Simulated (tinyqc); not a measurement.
Energy and delay of logic against supply voltage: energy and delay against supply voltage.

One expression serves below and above threshold: I(Vg) = Ik [ln(1 + exp((Vg - VT + dd V)/(al nf Vt)))]^al, with I_on = I(V) and I_off = I(0). Gate delay td = kd C V/I_on, clock period LD td. Per gate and cycle the switching energy is act C V^2 and the leakage energy I_off V LD td. No short-circuit current, no variation. Minima are sought above 0.09 V; below a few Vt gates no longer switch and the model has no meaning.

EDP = energy times td.

Parameters, values chosen for the exercise; values of the order met in logic technologies:

| symbol | value | unit | meaning |
|---|---|---|---|
| T | 250 | K | temperature |
| VT | 0.35 | V | threshold voltage at zero drain bias |
| nf | 1.08 |  | slope factor |
| dd | 0.07 |  | barrier lowering per volt of supply |
| Ik | 0.35 | uA | specific current of a gate |
| al | 1.68 |  | exponent of the current law |
| C | 0.3 | fF | load capacitance of a gate |
| kd | 0.7 |  | delay factor |
| LD | 60 |  | logic depth |
| act | 0.05 |  | activity factor |

Constants: q = 1.602176634e-19 C, kB = 1.380649e-23 J/K, Vt = kB T/q. Results are converted to the units shown.

Energy and delay against supply voltage:
```
V (V)	I_on (uA)	I_off (nA)	td (ps)	switching (aJ)	leakage (aJ)	energy (aJ)	EDP (fJ ps)
0.15	1.009e-4	1.610e-4	3.121e5	0.3375	0.4523	0.7898	246.5
0.27	0.02153	2.311e-4	2633	1.093	0.009857	1.103	2.905
0.38	0.8193	3.217e-4	97.40	2.166	7.144e-4	2.167	0.2110
0.5	4.782	4.615e-4	21.96	3.750	3.040e-4	3.750	0.08234
0.62	11.56	6.622e-4	11.26	5.766	2.775e-4	5.766	0.06495
0.73	19.75	9.219e-4	7.763	7.994	3.134e-4	7.994	0.06205
0.85	30.60	0.001323	5.833	10.84	3.935e-4	10.84	0.06322
0.97	43.30	0.001897	4.705	14.11	5.195e-4	14.11	0.06640
1.08	56.46	0.002641	4.017	17.50	6.876e-4	17.50	0.07029
1.2	72.38	0.003789	3.482	21.60	9.499e-4	21.60	0.07521
```

td falls from 3.12e5 to 3.48 ps; the energy rises from 0.790 to 21.6 aJ and the EDP goes from 246 through a minimum of 0.0621 (at V = 0.73 V among the rows listed) to 0.0752 fJ ps. The exact minima lie at V = 0.181 V for the energy and 0.743 V for the EDP. Going from 1.2 V to the energy minimum saves a factor of 32.4 in energy and costs a factor of 25700 in delay. Below the minimum the leakage energy rises faster than the switching energy falls, because the clock period grows so steeply.

Numbers from tinyqc (`OMP_NUM_THREADS=1 python tinyqc.py 2082082 2082083 out.jsonl`; about 0.01 s on one thread of a shared Intel Xeon 2.30GHz).
